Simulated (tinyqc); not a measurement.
Inside a calculation: three-band tight binding of a dichalcogenide monolayer. Values are carried at full precision from step to step, so a last printed digit may differ when a step is redone from the rounded ones.

Basis dz2, dxy, dx2-y2 on a triangular lattice, nearest neighbours; alpha = kx a/2, beta = sqrt3 ky a/2. h0 = e1 + 2 t0 (cos 2alpha + 2 cos alpha cos beta); h1 = -2 sqrt3 t2 sin alpha sin beta + 2i t1 (sin 2alpha + sin alpha cos beta); h2 = 2 t2 (cos 2alpha - cos alpha cos beta) + 2i sqrt3 t1 cos alpha sin beta; h11 = e2 + 2 t11 cos 2alpha + (t11 + 3 t22) cos alpha cos beta; h22 = e2 + 2 t22 cos 2alpha + (3 t11 + t22) cos alpha cos beta; h12 = sqrt3 (t22 - t11) sin alpha sin beta + 4i t12 sin alpha (cos alpha - cos beta) + i lam sz. H = [[h0, h1, h2], [., h11, h12], [., ., h22]], Hermitian; the lowest band of each spin is filled. K = (4 pi/3a, 0), M = (pi/a, pi/(sqrt3 a)).

Parameters, chosen for this exercise (near a published set for monolayer MoTe2; not measured data):
- a = 3.563 angstrom (lattice constant)
- e1 = 0.598 eV (level of dz2)
- e2 = 1.959 eV (level of dxy and dx2-y2)
- t0 = -0.167 eV (hopping)
- t1 = 0.229 eV (hopping)
- t2 = 0.388 eV (hopping)
- t11 = 0.212 eV (hopping)
- t12 = 0.242 eV (hopping)
- t22 = 0.248 eV (hopping)
- lam = 0.108 eV (spin-orbit constant)
- sz = 1 (spin)
- k = (0.84, 0.46) 1/angstrom (wave vector)

## H at one k

Form alpha, beta and the matrix.

alpha, beta (rad): 1.49646  1.41940

H (eV):
```
                    z2               xy            x2-y2
z2              0.9208  -1.3250+0.1367i  -0.7761+0.0582i
xy     -1.3250-0.1367i           1.5504   0.0615+0.0341i
x2-y2  -0.7761-0.0582i   0.0615-0.0341i           1.4784
```

## Levels and weights

Diagonalise H.

levels (eV): -0.3249  1.4421  2.8323

weights:
```
       band 1  band 2  band 3
z2      0.605   0.000   0.394
xy      0.294   0.254   0.452
x2-y2   0.101   0.745   0.154
```

## Closed forms at K and Gamma

Three-band model of dz2 (level e1) and dxy, dx2-y2 (level e2), spin sz = +/-1; t1 and t2 drop out at these points. At K: e2 - (3/2)(t11 + t22) - 3 sqrt3 t12 + lam sz (valence), e1 - 3 t0 (conduction), e2 - (3/2)(t11 + t22) + 3 sqrt3 t12 - lam sz. At Gamma: e1 + 6 t0 (valence) and e2 + 3 (t11 + t22) -/+ lam.

Levels (eV):

| point | band 1 | band 2 | band 3 |
|---|---|---|---|
| K, spin up | 0.1195 | 1.0990 | 2.4185 |
| K, spin down | -0.0965 | 1.0990 | 2.6345 |
| Gamma | -0.4040 | 3.2310 | 3.4470 |

smallest direct gap at K = 0.9795 eV
Ev(K) - Ev(Gamma) = 0.5235 eV

Of the two points, the valence band is higher at K, by 524 meV. The dz2 conduction state at K has no atomic orbital angular momentum (Lz = 0) and is not split at this order.

## Bands for both spins

The two lowest bands at the points named.

Levels (eV):

| k | v, up | c, up | v, down | c, down |
|---|---|---|---|---|
| G | -0.4040 | 3.2310 | -0.4040 | 3.2310 |
| G-K 0.25 | -0.2898 | 2.9431 | -0.2971 | 2.9309 |
| G-K 0.5 | -0.1702 | 2.4507 | -0.2225 | 2.3119 |
| G-K 0.6 | -0.1657 | 2.1599 | -0.2461 | 2.0274 |
| G-K 0.75 | -0.1114 | 1.6403 | -0.2410 | 1.5621 |
| G-K 0.9 | 0.0525 | 1.2090 | -0.1389 | 1.1870 |
| K | 0.1195 | 1.0990 | -0.0965 | 1.0990 |
| K-M 0.5 | -0.1459 | 1.3843 | -0.2692 | 1.3526 |
| M | -0.3357 | 1.4247 | -0.3357 | 1.4247 |
| M-G 0.5 | -0.2005 | 2.3657 | -0.2005 | 2.3657 |

The spins are degenerate from M to Gamma, since a vertical mirror plane holds this line and flips sz, and the valence splitting is largest at K (216 meV). The lowest conduction level listed is at K. With nearest neighbours alone the model is made for the neighbourhood of K.

## Checks

- Closed forms at K against the matrix: they agree to 1e-10 or better.

Run: tinyqc, `OMP_NUM_THREADS=1 python tinyqc.py 1480892 1480893 out.jsonl`; Intel(R) Xeon(R) Processor @ 2.30GHz, one thread, shared host; about 0.02 s of CPU time with all checks.
